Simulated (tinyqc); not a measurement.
Permeation of metal atoms or ions through a thin barrier or dielectric: time lag, field-aided drift and lifetime: one step, computed by the program tinyqc. Command: `OMP_NUM_THREADS=1 python tinyqc.py 3014694 3014695 out.jsonl barrier walk`. One thread of a shared host (Intel(R) Xeon(R) Processor @ 2.30GHz), about 0.01 s of CPU time with the checks.

The film 0 < x < d is empty at first; C = C0 at x = 0 and C = 0 at x = d. dC/dt = D d2C/dx2 - v dC/dx with drift v = D z e V/(k_B T d) (uniform field, no space charge).

Question. Time to the critical dose. Steady flux J = (D C0/d) P/(1 - exp(-P)); time lag in units of d^2/D: s_L = [P (1 + exp(-P))/(1 - exp(-P)) - 2]/P^2 (P = 0: J = D C0/d, s_L = 1/6). Dose through the film Q(s) = C0 d {f (s - s_L) - 2 exp(P/2) sum_(n=1..200) (-1)^n n^2 pi^2 exp(-l_n s)/l_n^2}, l_n = n^2 pi^2 + P^2/4, f = P/(1 - exp(-P)) the relative flux. Temperatures in kelvin are T(C) + 273.15. Solve Q = Q_c for s. At the use temperature D and P take T_u, with the same C0 and V; 1 year = 3.15576e7 s.

Inputs (values chosen for the exercise, for a model case: doubly charged vacancies through an oxide):
```
quantity                                   value    unit
thickness d                                   98      nm
prefactor D0                                 590  cm^2/s
activation energy E                         1.33      eV
concentration at the source side C0      3.9e+13  1/cm^3
charge number z                                2       -
voltage V (positive drives ions across)    0.093       V
critical dose Q_c                          2e+08  1/cm^2
test temperature T                           150       C
use temperature T_u                           70       C
```

Peclet number P = 5.100887

time scale d^2/D = 1127.442 s

Constants: k_B = 8.617333262e-05 eV/K.

Give: s at the critical dose; failure time at T; failure time at T_u.

Answer.

s at the critical dose = 0.2184

failure time at T = 246.2 s

failure time at T_u = 0.03303 years

Caution: a prefactor D0 above about 10 cm^2/s is far larger than atomic jumps allow; it only sets the time scale of the exercise. Caution: grain boundaries, pinholes, trapping and space charge are left out; thin real barriers usually fail at defects.
